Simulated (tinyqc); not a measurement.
FCI on RHF in the sto-3g basis, for H2, spin multiplicity 1, step by step. Computed by tinyqc, a small Python program that keeps every step (integrals from PySCF). Settings: charge = 0, multiplicity = 1, basis = sto-3g, method = RHF, energy threshold = 1e-10, iteration cap = 87, orthogonalisation = symmetric, start = core, DIIS depth = 6, ci = FCI, davidson = 1. Command: `OMP_NUM_THREADS=1 python tinyqc.py 26264 26265 out.jsonl` (the two numbers bound the seeds that draw the settings). One thread of a shared host (Intel(R) Xeon(R) Processor @ 2.60GHz), about 0.05 s of CPU time with the checks. The early iterations of the SCF are left out here.

## One-electron integrals

Geometry (angstrom):
```
atom         x         y         z
H     0.000000  0.000000  0.000000
H     0.000000  0.000000  0.732000
```

Basis sto-3g: exponents (1/bohr^2) and contraction coefficients of normalised primitives:
```
element  l (shell)  exponent  coefficient
H            s (1)  3.425251     0.154329
H            s (1)  0.623914     0.535328
H            s (1)  0.168855     0.444635
```

Overlap, kinetic and nuclear-attraction integrals over the contracted functions; the nuclear repulsion is the sum of Za Zb / Rab.

nuclear repulsion = 0.72291969 hartree

overlap S, order 1H 1s, 2H 1s:
```
[[1.000000, 0.665110],
 [0.665110, 1.000000]]
```

kinetic energy T (hartree), order 1H 1s, 2H 1s:
```
[[0.760032, 0.241761],
 [0.241761, 0.760032]]
```

nuclear attraction V (hartree), order 1H 1s, 2H 1s:
```
[[-1.886215, -1.210556],
 [-1.210556, -1.886215]]
```

core Hamiltonian H = T + V (hartree), order 1H 1s, 2H 1s:
```
[[-1.126183, -0.968795],
 [-0.968795, -1.126183]]
```

## Two-electron integrals

Functions are numbered as in S; the eight-fold symmetry (ij|kl) = (ji|kl) = (kl|ij) leaves the list below.

Two-electron integrals (ij|kl) in chemists' order, unique and non-zero (hartree):
```
(11|11) 0.774606   (21|11) 0.449162   (21|21) 0.302925   (22|11) 0.573008
(22|21) 0.449162   (22|22) 0.774606
```

## Orthogonalisation

S = U s U^T; symmetric (Loewdin) form X = U s^(-1/2) U^T, so that X^T S X = 1.

eigenvalues of S: [0.334890, 1.665110]

X, order 1H 1s, 2H 1s:
```
[[1.251490, -0.476531],
 [-0.476531, 1.251490]]
```

## Starting guess

The start is the orbitals of the core Hamiltonian; D = 2 C_occ C_occ^T.

D at the start, order 1H 1s, 2H 1s:
```
[[0.600561, 0.600561],
 [0.600561, 0.600561]]
```

## Iteration 2 (converged): orbitals

converged F (hartree), order 1H 1s, 2H 1s:
```
[[-0.370672, -0.598221],
 [-0.598221, -0.370672]]
```

Diagonalise F' = X^T F X, C = X C', fill 1 alpha and 1 beta electrons from the bottom; D = 2 C_occ C_occ^T. Each column has its largest component positive (the first on a tie).

F' = X^T F X (hartree):
```
[[0.048799, -0.630678],
 [-0.630678, 0.048799]]
```

orbital energies (hartree): [-0.581879, 0.679477]

coefficients C, order 1H 1s, 2H 1s:
```
[[0.547979, 1.221895],
 [0.547979, -1.221895]]
```

D after iteration 2, order 1H 1s, 2H 1s:
```
[[0.600561, 0.600561],
 [0.600561, 0.600561]]
```

## Convergence

Stop when the energy changes by less than 1e-10 hartree and every element of the error matrix X^T (F D S - S D F) X is below 3e-06.

Course of the cycle:
```
iteration  E (hartree)    change  largest element of the error matrix
1          -1.11712150         -                             1.08e-16
2          -1.11712150  0.000000                             1.08e-16
```

PySCF RHF in the same basis = -1.11712150 hartree

Converged in 2 iterations.

## Populations, bond orders and dipole

Mulliken: Z minus the diagonal of D S on the atom; Loewdin: the same with S^(1/2) D S^(1/2); Mayer order: 2 sum_s sum (D(s) S)_ij (D(s) S)_ji over the two atoms.

Charges (e):
```
atom  Mulliken  Loewdin
1H           0        0
2H           0        0
```

Mayer bond orders:
```
pair     order
2-1   1.000000
```

dipole moment about the origin, x y z (debye): [0.000000, 0.000000, 0.000000]

## Integrals over molecular orbitals

(pq|rs) = sum C_ip C_jq C_kr C_ls (ij|kl), one index at a time.

one-electron integrals over orbitals h = C^T H C (hartree):
```
[[-1.258162, 0.000000],
 [0.000000, -0.469969]]
```

Two-electron integrals over orbitals (pq|rs), unique and non-zero (hartree):
```
(11|11) 0.676283   (21|21) 0.180764   (22|11) 0.665105   (22|22) 0.699128
```

## FCI: determinants and Hamiltonian

Hartree-Fock energy = -1.11712150 hartree

Slater-Condon rules over spin orbitals, with the nuclear repulsion added and E(HF) subtracted on the diagonal.

Occupation strings over the orbitals (2 doubly, a alpha, b beta, 0 empty; spin orbitals ordered 1a 1b 2a 2b ...): 20 ab ba 02

H - E(HF) between determinants (hartree), order 20, ab, ba, 02:
```
[[0.000000, 0.000000, 0.000000, 0.180764],
 [0.000000, 0.777015, -0.180764, 0.000000],
 [0.000000, -0.180764, 0.777015, 0.000000],
 [0.180764, 0.000000, 0.000000, 1.599231]]
```

## FCI: roots

Diagonalise (each vector has its largest component positive (the first on a tie)); all determinants have Ms = 0, so triplets appear too. The lowest singlet root is the correlation energy.

lowest roots of this matrix, relative to E(HF) (hartree): [-0.020178, 0.596251, 0.957779, 1.619409]

lowest vectors, order 20, ab, ba, 02:
```
[[0.993828, 0.000000, 0.000000, 0.110935],
 [0.000000, 0.707107, 0.707107, 0.000000],
 [0.000000, 0.707107, -0.707107, 0.000000],
 [-0.110935, 0.000000, 0.000000, 0.993828]]
```

<S^2> of these roots: [0.000000, 2.000000, 0.000000, 0.000000]

weight of the ground state by excitation level 0, 1, 2, ...: [0.987694, 0.000000, 0.012306]
